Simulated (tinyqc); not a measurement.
# Self-consistent Fermi level with native defects, at growth and after a quench, step by step

A worked calculation. Computed by tinyqc, a small Python program that keeps every step. Command: `OMP_NUM_THREADS=1 python tinyqc.py 3009587 3009588 out.jsonl scfermi walk`. One thread of a shared host (Intel(R) Xeon(R) Processor @ 2.30GHz), about 0.06 s of CPU time with the checks. Intermediate numbers are printed to about 7 digits and carried at full precision; extremes and crossings named in words are read from the listed rows.

Energies are counted from the top of the valence band (VBM); when the gap shrinks with temperature the conduction band moves and the levels stay. The added dopant is taken as fully ionised. D and A draw on one reservoir with opposite signs, as the two vacancies of a compound do.

Inputs (values chosen for the exercise, with bands modelled on GaAs):
```
quantity                                value   unit
gap E_g at 300 K                          1.4     eV
slope -dE_g/dT above 300 K            0.00046   eV/K
electron mass m_e                      0.0672    m_0
valleys M_c                                 1      -
hole mass m_h                           0.536    m_0
E_f of the neutral native donor D       1.325     eV
E_f of the neutral native acceptor A    1.862     eV
shift s of the chemical potential     -0.0094     eV
site density N_s                      2.9e+22  cm^-3
dopant density N_X                    4.3e+18  cm^-3
growth temperature T_g                   1160      K
temperature of use T                      300      K
```

Added shallow dopant: acceptor.

levels of D above the VBM, most positive state first (eV): 0.674  0.895  1.06

levels of A above the VBM, (0/-1) first (eV): 0.551  0.731

Constants: m_0 = 9.1093837015e-31 kg; k_B = 1.380649e-23 J/K; h = 6.62607015e-34 J s; k_B = 8.617333262e-05 eV/K.

## Formation energies at E_F = 0

E_f(D, 0) = input + s and E_f(A, 0) = input - s; E_f(q, E_F = 0) follows from the levels, eps(q/q-1) = E_f(q - 1) - E_f(q) at E_F = 0.

E_f(q, E_F = 0) (eV): D(+3) -1.3134, D(+2) -0.6394, D(+1) 0.2556, D(0) 1.3156, A(0) 1.8714, A(-1) 2.4224, A(-2) 3.1534

## Bands at growth

E_g(T) = E_g - slope x max(0, T - 300 K). N_c = 2 M_c (2 pi m_e k_B T/h^2)^(3/2) and N_v = 2 (2 pi m_h k_B T/h^2)^(3/2), masses in units of m_0. At growth T = T_g.

E_g(T_g) = 1.0044 eV

N_c(T_g) = 3.323770e+18 cm^-3

N_v(T_g) = 7.487284e+19 cm^-3

k_B T_g = 0.09996107 eV

## Charges across the gap at T_g

n = N_c F_1/2((E_F - E_g)/k_B T), p = N_v F_1/2(-E_F/k_B T). F_1/2(eta) = (2/sqrt(pi)) int_0^infinity sqrt(x)/(1 + exp(x - eta)) dx, by the trapezoid rule in t = sqrt(x) with step 0.02 up to t = 12 (for eta < -12 by exp(eta) - exp(2 eta)/2^(3/2)). In equilibrium c_q = N_s exp(-(E_f(q, 0) + q E_F)/k_B T). Net charge = p - n + sum q c_q - N_X; the log ratio is ln(positive charge/negative charge). Entries near or above N_s lie outside the dilute limit and only show that E_F cannot go there.

Densities (cm^-3):
```
E_F (eV)             n             p   charge on D   charge on A  log ratio
0.050     2.371915e+14  3.799446e+19  9.877160e+27  1.432639e+12   21.55482
0.201     1.074238e+15  9.581597e+18  1.067809e+26  6.539252e+12   17.02742
0.352     4.863687e+15  2.190394e+18  1.172886e+24  3.065003e+13   12.51523
0.502     2.177108e+16  4.923877e+17  1.419520e+22  1.581212e+14    8.09699
0.653     9.781578e+16  1.089064e+17  2.132824e+20  1.141602e+15    3.88176
0.804     4.277979e+17  2.405400e+16  5.780696e+18  1.389821e+16    0.20228
0.954     1.680931e+18  5.364512e+15  3.559580e+17  2.373242e+17   -2.84547
```

## Equilibrium at growth

E_F is the root of the log ratio, by 50 bisections between -0.5 eV and E_g + 0.5 eV.

E_F at growth = 0.8131797 eV

n at growth = 4.669998e+17 cm^-3

p at growth = 2.194368e+16 cm^-3

Defects at growth:
```
state  E_f (eV)     c (cm^-3)
D(+3)  1.126139  3.713074e+17
D(+2)  0.986959  1.494234e+18
D(+1)  1.068780  6.590814e+17
D(0)   1.315600  5.579489e+16
A(0)   1.871400  2.147067e+14
A(-1)  1.609220  2.957473e+15
A(-2)  1.527041  6.729170e+15
```

total D = 2.580418e+18 cm^-3

total A = 9.901350e+15 cm^-3

The largest part of the positive charge comes from charged D (100 %) and that of the negative charge from the dopant (90 %).

## After the quench to T

After a quench the totals of D and A stay as grown, and each is shared among its charge states with weights exp(-(E_f(q, 0) + q E_F)/k_B T).

E_F after the quench = 0.8762058 eV

n after the quench = 6.938590e+08 cm^-3

p after the quench = 18780.58 cm^-3

Frozen defects:
```
state     c (cm^-3)  share of its total
D(+3)  6.971104e+14        2.701541e-04
D(+2)  1.738642e+18        6.737830e-01
D(+1)  8.403922e+17        3.256807e-01
D(0)   6.868722e+14        2.661864e-04
A(0)   1.234667e+08        1.246968e-08
A(-1)  3.587298e+13        3.623039e-03
A(-2)  9.865477e+15        9.963769e-01
```

The material is semi-insulating, weakly n-type with 6.94e8 carriers per cm^3. Carriers of the sign that the dopant should give amount to 4.4e-13 % of its density. E_F lies within 0.73 k_B T of the level of D at 0.895 eV.

## Slow cooling against a quench

Each E_F by bisection; full equilibrium lets the defects form and vanish at every T.

Two histories (densities in cm^-3):
```
T (K)  E_F, equilibrium (eV)             n             p   all defects  E_F, frozen (eV)     n, frozen     p, frozen
990                0.7480294  5.154472e+16  9.185101e+15  2.024955e+18         0.8399572  1.494275e+17  3.126974e+15
820                0.6852028  2.357367e+15  2.735545e+15  1.776156e+18         0.8523763  2.501078e+16  2.567982e+14
640                0.6245103  1.815914e+13  3.707687e+14  1.588498e+18         0.8587896  1.270054e+15  5.299523e+12
470                0.5723710  7.888860e+09  1.406982e+13  1.470212e+18         0.8661695  1.115306e+13  9.951924e+09
300                0.5232581  8.166023e+02  1.595768e+10  1.434733e+18         0.8762058  6.938590e+08  1.878058e+04
```

At 300 K equilibrium would leave 1.43e18 defects per cm^3 against 2.59e18 frozen in, and E_F differs by +0.353 eV. The two histories give opposite carrier types. Real samples lie between, set by the temperature at which diffusion stops.

Checks made by the program: neutrality at growth (relative difference below 1e-10).
